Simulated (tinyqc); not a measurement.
Minimum-mode following (dimer method) and harmonic rate on a two-dimensional model surface: one step, computed by the program tinyqc.

V(x, y) = -A (cos kx + cos ky) - B cos kx cos ky + (C sin ky + S sin kx)(1 - cos kx), k = 2 pi/a; the atom hops from the minimum at (0, 0) to that at (a, 0).

Task: Dimer step 2. Dimer at R with unit axis N = (cos phi, sin phi) and normal T = (-sin phi, cos phi). Gradients g at R +/- delta N and at R +/- delta T give H N and H T by central differences, (g+ - g-)/(2 delta). With C_N = N.H N, C_T = T.H T and b = T.H N, rotate by theta = (1/2) atan2(-2b, C_T - C_N), the angle of least curvature C = (C_N + C_T)/2 - sqrt((C_N - C_T)^2/4 + b^2). Translate along F = -g + 2 (g.N) N if C < 0, else along F = (g.N) N, with the new axis: R(new) = R + eta F, the move limited to 0.2 angstrom.

Inputs (values chosen for the exercise, for a model surface):

| quantity | value | unit |
|---|---|---|
| amplitude A | 0.23 | eV |
| amplitude B | 0.0077 | eV |
| skew C | 0.04 | eV |
| asymmetry S | 0.035 | eV |
| period a | 3.6 | angstrom |
| half length delta | 0.005 | angstrom |
| step factor eta | 0.8 | angstrom^2/eV |

Surface: adatom on a square lattice.

R after step 1 (angstrom): 1.031698  -0.053046

phi after step 1 = -9.822418 degrees

Give: C_N, C_T, b; rotation theta; phi after step 2; least curvature C; gradient g; effective force F; R after step 2.

Result:

C_N, C_T, b (eV/angstrom^2): -0.3702  0.7155  -0.0661

rotation theta = 3.471 degrees

phi after step 2 = -6.351 degrees

least curvature C = -0.3742 eV/angstrom^2

gradient g (eV/angstrom): 0.4384  0.0485

effective force F (eV/angstrom): 0.4170  -0.1437

R after step 2 (angstrom): 1.221  -0.118

The curvature is negative, so the force along the axis is inverted.
